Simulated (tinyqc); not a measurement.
## Thickness and doping from the maximum and minimum capacitance

Problem. A MOS capacitor has Cmax = Cox = eps0 eox/tox and 1/Cmin = 1/Cox + Wm/(eps0 eps_r), with Wm = sqrt(4 eps0 eps_r Vt ln(N/ni)/(q N)) and N well above ni. Find tox, Wm and N.

Values chosen for this exercise; band and dielectric values close to those of silicon:
- T = 300 K (temperature)
- eps_r = 11.7 (relative permittivity)
- eox = 3.9 (relative permittivity of the gate insulator (close to silicon dioxide))

Constants: q = 1.602176634e-19 C, kB = 1.380649e-23 J/K, Vt = kB T/q, eps0 = 8.8541878128e-14 F/cm where lengths are in cm. Results are converted to the units shown.

Cmax = 1.6443492 uF/cm^2
Cmin = 0.024997486 uF/cm^2
ni = 1.5488589e10 cm^-3

Solution. Cmax gives tox and the series difference Wm. N follows by iterating N = 4 eps0 eps_r Vt ln(N/ni)/(q Wm^2); ln(N/ni)/N falls steadily for N > e ni, so there is one root in that range.

tox = 2.10 nm
Wm = 408 nm
N = 5.10e15 cm^-3

tinyqc, about 0.01 s, one thread, Intel Xeon 2.30GHz (shared host): `OMP_NUM_THREADS=1 python tinyqc.py 2060116 2060117 out.jsonl`
